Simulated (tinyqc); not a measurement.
Long-channel MOSFET, surface-potential model: two steps of the calculation.

n-channel transistor on a uniformly doped p-type body, gradual-channel approximation, constant mobility, Boltzmann statistics, full ionisation. Potentials are counted from the neutral body; V is the electron quasi-Fermi potential, Vsb at the source and Vsb + Vds at the drain. Charges are magnitudes per area.

Values chosen for this exercise; material values close to those of silicon:
```
symbol    value        unit                                      meaning
T           300           K                                  temperature
Eg         1.13          eV                                     band gap
eps_r      11.8               relative permittivity of the semiconductor
Nc      2.77e19       cm^-3       conduction-band density of states at T
Nv      2.66e19       cm^-3          valence-band density of states at T
Na       3.5e17       cm^-3                 acceptor density of the body
eox        25.8              relative permittivity of the gate insulator
tox         180          nm                          insulator thickness
Vfb       -0.69           V                            flat-band voltage
mu          590  cm^2/(V s)                             channel mobility
W             5          um                                   gate width
L             2          um                                  gate length
Vsb         0.3           V                     source-body reverse bias
Vds         1.2           V                         drain-source voltage
```

Constants: q = 1.602176634e-19 C, kB = 1.380649e-23 J/K, Vt = kB T/q, eps0 = 8.8541878128e-14 F/cm where lengths are in cm. Results are converted to the units shown.

Question 1. Body potential, insulator capacitance and body factor. ni = sqrt(Nc Nv) exp(-Eg/(2 Vt)), Eg in volts; phiF = Vt ln(Na/ni); Cox = eps0 eox/tox; gamma = sqrt(2 q eps0 eps_r Na)/Cox. VT = Vfb + 2 phiF + gamma sqrt(2 phiF + Vsb), m = 1 + gamma/(2 sqrt(2 phiF + Vsb)).

Find: ni; phiF; Cox; gamma; VT; m.

Answer 1.

ni = 8.7518e9 cm^-3
phiF = 0.45252 V
Cox = 0.12691 uF/cm^2
gamma = 2.6973 V^0.5
VT = 3.1759 V
m = 2.2286

Question 2. Pao-Sah current by Simpson's rule. I = mu (W/L) integral of Qi dV; Simpson's rule on the 11 points, step Vds/10, weights 1, 4, 2, ..., 4, 1 times step/3.

Qi, Pao-Sah, point 0 to 10 (nC/cm^2): 136.31516  104.76561  74.488474  45.822648  19.987069  2.5949099  0.036752763  3.5625227e-4  3.4345467e-6  3.3109939e-8  3.1918840e-10

Wanted: Pao-Sah current.

Answer 2.

Pao-Sah current = 55.346 uA

Gauss-Legendre quadrature on many points gives 55.44 uA, so this value is 0.17 % below it; the charge-sheet current, 54.98 uA, is 0.83 % below it.

Numbers from tinyqc (`OMP_NUM_THREADS=1 python tinyqc.py 2360047 2360048 out.jsonl`; about 0.03 s on one thread of a shared Intel Xeon 2.30GHz).
